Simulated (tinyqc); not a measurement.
# From exact <x^2> back to quartic constant b

Model: one anharmonic mode: perturbation theory, self-consistent phonons and exact levels. Computed by tinyqc, a small Python program. Command: `OMP_NUM_THREADS=1 python tinyqc.py 3011753 3011754 out.jsonl scp inv`. One thread of a shared host (Intel(R) Xeon(R) Processor @ 2.30GHz), about 0.1 s of CPU time with the checks.

V(x) = k x^2/2 + b x^4 for one coordinate x of mass M. A constant K > 0 gives hbar Omega = sqrt((hbar^2/u) K/M) with K in eV/angstrom^2 and M in u.

Inputs (values chosen for the exercise, for a model mode): mode mass M = 89.6 u; harmonic constant k = -10.5 eV/angstrom^2; temperature T = 460 K.

Shape: double well.

Constants: hbar^2/u = 4.18015928e-03 eV angstrom^2; k_B = 8.617333262e-05 eV/K.

Method. Basis: oscillator states n of the constant |k|, with x = s (a + a+), s^2 = hbar Omega/(2|k|); H = hbar Omega (n + 1/2) + (k - |k|) x^2/2 + b x^4, with exact matrix elements of x^2 and x^4. Exact values use 120 basis states: F = -k_B T ln sum exp(-E_n/(k_B T)), and <x^2> is the Boltzmann mean.

Question. A run gave the result below. Find the quartic constant b, known to lie between 190 and 310 eV/angstrom^4.

exact <x^2> = 0.009859746 angstrom^2

Answer.

Each step takes the trial c = (a f_b - b f_a)/(f_b - f_a), f being the result less the target and a, b, c the logarithms of the listed values; c replaces end b, the old b replaces a if the sign of f changed, and otherwise f_a is halved.

Scan of the range:
```
quartic constant b (eV/angstrom^4)  exact <x^2> (angstrom^2)
190                                                0.0114283
206                                                0.0105894
224                                                0.0097991
243                                                0.0091001
263                                                0.0084795
286                                                0.0078784
310                                                0.0073502
```

False position (Illinois rule, in the logarithm of the input) inside the bracket:
```
step    end a    end b    trial  exact <x^2> (angstrom^2)
1     206.000  224.000  222.565                0.00985710
2     206.000  222.565  222.441                0.00986215
3     222.565  222.441  222.500                0.00985975
4     222.441  222.500  222.500                0.00985975
```

Exact <x^2> falls at every point of a 13-point scan of the range (every second point is shown), so one value fits; it is bracketed by 206 and 224. Answer: quartic constant b = 222.5 eV/angstrom^4.
